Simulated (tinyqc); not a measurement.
## Length offset and series resistance from crossing lines

Question. R_total = Rs + k (L - dL)/Vo with constant Rs, dL and k. Find k, dL and Rs.

R_total at (L, Vo) = (50, 0.34), (150, 0.34), (50, 0.82) and (150, 0.82), L in nm and Vo in V (ohm um): [322.94118, 852.35294, 181.31707, 400.82927]

Answer. At each overdrive R is a straight line in L with slope k/Vo; the two lines cross at L = dL, R = Rs.

k = 1.80 ohm um V/nm
dL = 4.30 nm
Rs = 81.0 ohm um

tinyqc, about 0.03 s, one thread, Intel Xeon 2.30GHz (shared host): `OMP_NUM_THREADS=1 python tinyqc.py 2282129 2282130 out.jsonl`
